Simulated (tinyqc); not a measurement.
## From single traps to 1/f noise

7 half-filled traps with time constants tau_j = 2e-7 s times 10^(1 j), j = 0..6, each shift the threshold by a = 0.955 uV when filled and give the Lorentzian a^2 tau/(1 + (2 pi f tau)^2). For time constants spread evenly in ln tau the sum tends to a^2/(4 f ln(10^1)). slope = d ln S/d ln f.

Result of one run:
```
f (Hz)  S (uV^2/Hz)  1/f limit (uV^2/Hz)   slope  j of the largest term
1e8       1.283e-11            9.902e-10  -2.000                      0
```

What becomes of these results when the noise frequency f is changed from 1e8 to 1e7 Hz, all else the same?

Result of the changed run:
```
f (Hz)  S (uV^2/Hz)  1/f limit (uV^2/Hz)   slope  j of the largest term
1e7        1.276e-9             9.902e-9  -1.989                      0
```

The whole series:
```
f (Hz)  S (uV^2/Hz)  1/f limit (uV^2/Hz)      slope  j of the largest term
0.01         0.2026                9.902  -2.845e-4                      6
0.1          0.1998               0.9902   -0.02797                      6
1           0.09071              0.09902    -0.9609                      6
30         0.003127             0.003301    -0.9258                      4
1000       1.034e-4             9.902e-5     -1.088                      3
30000      3.121e-6             3.301e-6    -0.9367                      1
1e6        8.348e-8             9.902e-8     -1.341                      0
1e7        1.276e-9             9.902e-9     -1.989                      0
1e8       1.283e-11            9.902e-10     -2.000                      0
```

Below the slowest trap (1/(2 pi tau) = 0.80 Hz) the spectrum is flat, slope 0.00 in the first row; above the fastest (8.0e5 Hz) the slope tends to -2 (-2.00 in the last row). In between, at 30, 1000 and 30000 Hz, the slopes are -0.93, -1.09 and -0.94, and S is 4.5 % above the 1/f limit at 1000 Hz.

Numbers from tinyqc (`OMP_NUM_THREADS=1 python tinyqc.py 2150059 2150060 out.jsonl`; about 0.01 s on one thread of a shared Intel Xeon 2.30GHz).
